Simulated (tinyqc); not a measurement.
Transfer-length model of a contact: two steps of the calculation.

A metal contact of length d and width W on a thin layer of the same width. The metal has no resistance, the sheet resistance under it equals Rsh, and current enters the layer at the front edge x = 0.

Values chosen for this exercise:
```
symbol  value  unit         meaning
d         1.5    um  contact length
W         350    um   contact width
```

Task 1. Straight-line fit. Pairs of such contacts at gaps L have R_T = Rsh L/W + 2 Rc. The values of R_T were made from Rsh and rc with a random scatter of 0.2 % and are treated as data. Least squares: slope = sum (L - mean L)(R_T - mean R_T)/sum (L - mean L)^2, intercept = mean R_T - slope mean L. Rsh = slope W, Rc = intercept/2, and A = Rc/slope is half the distance from the origin to the zero of the line.

```
gap  L (um)  R_T (ohm)
1       4.8    0.86787
2       9.2     1.1865
3        18     1.8118
4        35     3.0345
5        68     5.3782
```

Find: slope; intercept; Rsh; Rc; A.

Result 1.

slope = 0.07136 ohm/um
intercept = 0.5290 ohm
Rsh = 24.98 ohm/sq
Rc = 0.2645 ohm
A = 3.706 um

Task 2. Transfer length. A = Lt coth(d/Lt) is solved for Lt, starting from Lt = A. Lt(new) = sqrt(Lt A tanh(d/Lt)), the geometric mean of the old value and the plain step.

A = 3.7062541 um
Lt after iteration 1 = 2.2966261 um

Wanted: Lt after iteration 2.

Result 2.

Lt after iteration 2 = 2.2100 um

Program tinyqc, `OMP_NUM_THREADS=1 python tinyqc.py 2760117 2760118 out.jsonl`; Intel Xeon 2.30GHz, shared host, one thread, about 0.01 s.
